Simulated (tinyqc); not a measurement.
# Nanowire ballistic transistor, top-of-the-barrier model: effect of the insulator thickness

At the top of the source barrier, states moving towards the drain are filled by the source (Fermi level 0) and states moving back by the drain (Fermi level -q Vd); nothing scatters. U is the shift of the band edge there, set by the capacitances CG, CD and CS (the total) and by the charge. Parabolic one-dimensional subbands; the source is grounded.

N0 = gv sqrt(2 m kB T/pi)/hbar, CG = 2 pi eps0 eox/ln(1 + 2 tox/d), CS = CG/aG, n0 = n at U = 0 and Vd = 0. eta1 = -(E0 + U)/Vt, eta2 = eta1 - Vd/Vt, n = (N0/2)[F_(-1/2)(eta1) + F_(-1/2)(eta2)], F_(-1/2)(x) = (1/sqrt(pi)) int_0^infinity u^(-1/2)/(1 + exp(u - x)) du. Each F is summed over the two subbands, F(eta) + F(eta - dE/Vt), which share the mass. U = UL + q (n - n0)/CS with UL = -(aG Vg + aD Vd), energies in eV. I = gv (2 q^2/h) Vt [ln(1 + exp eta1) - ln(1 + exp eta2)], summed over both subbands. CQ = (q/Vt) dn/d(eta1). E0 is held fixed.

Values chosen for this exercise; mass and valleys close to those of indium arsenide: temperature T = 300 K; effective mass m = 0.0287 m0; valley degeneracy gv = 1; relative permittivity of the gate insulator eox = 22; wire diameter d = 4 nm; offset of a second subband (0: none) dE = 0.11 eV; gate control CG/CS aG = 0.79; drain control CD/CS aD = 0.01; band edge at the barrier top above the source Fermi level at zero bias E0 = 0.27 eV; gate voltage Vg = 0.8 V; drain voltage Vd = 0.8 V.

Constants: q = 1.602176634e-19 C, kB = 1.380649e-23 J/K, hbar = 1.054571817e-34 J s, h = 6.62607015e-34 J s, m0 = 9.1093837015e-31 kg, Vt = kB T/q, eps0 = 8.8541878128e-14 F/cm where lengths are in cm. Results are converted to the units shown.

Result of one run:

| tox (nm) | eta1 | n (cm^-1) | I (uA) | mean velocity I/(q n) (cm/s) | CQ/CS |
|---|---|---|---|---|---|
| 2.4 | 13.38 | 2.956e6 | 45.08 | 9.519e7 | 0.04289 |

What becomes of these results when the insulator thickness tox is changed from 2.4 to 8 nm, all else the same?

Result of the changed run:

| tox (nm) | eta1 | n (cm^-1) | I (uA) | mean velocity I/(q n) (cm/s) | CQ/CS |
|---|---|---|---|---|---|
| 8 | 12.49 | 2.832e6 | 41.51 | 9.149e7 | 0.09175 |

The whole series:

| tox (nm) | eta1 | n (cm^-1) | I (uA) | mean velocity I/(q n) (cm/s) | CQ/CS |
|---|---|---|---|---|---|
| 0.5 | 14.04 | 3.044e6 | 47.72 | 9.785e7 | 0.01176 |
| 0.74 | 13.93 | 3.030e6 | 47.28 | 9.741e7 | 0.01667 |
| 1.1 | 13.78 | 3.010e6 | 46.70 | 9.683e7 | 0.02337 |
| 1.6 | 13.61 | 2.987e6 | 46.00 | 9.613e7 | 0.03161 |
| 2.4 | 13.38 | 2.956e6 | 45.08 | 9.519e7 | 0.04289 |
| 3.6 | 13.11 | 2.919e6 | 44.00 | 9.408e7 | 0.05678 |
| 5.4 | 12.81 | 2.877e6 | 42.78 | 9.283e7 | 0.07330 |
| 8 | 12.49 | 2.832e6 | 41.51 | 9.149e7 | 0.09175 |

As tox goes from 0.5 to 8 nm, n falls from 3.04e6 to 2.83e6 cm^-1, the mean velocity falls from 9.79e7 to 9.15e7 cm/s and the current falls from 47.7 to 41.5 uA. CQ/CS goes from 0.012 to 0.092. Over the range the current goes as tox^(-0.05) on average. In every row the source Fermi level lies over 0.3 eV above the band edge, where a light band is no longer parabolic. For tox = 0.5 to 0.74 nm the insulator is under 1 nm thick, where gate tunnelling would matter.

tinyqc, about 0.08 s, one thread, Intel Xeon 2.30GHz (shared host): `OMP_NUM_THREADS=1 python tinyqc.py 2400051 2400052 out.jsonl`
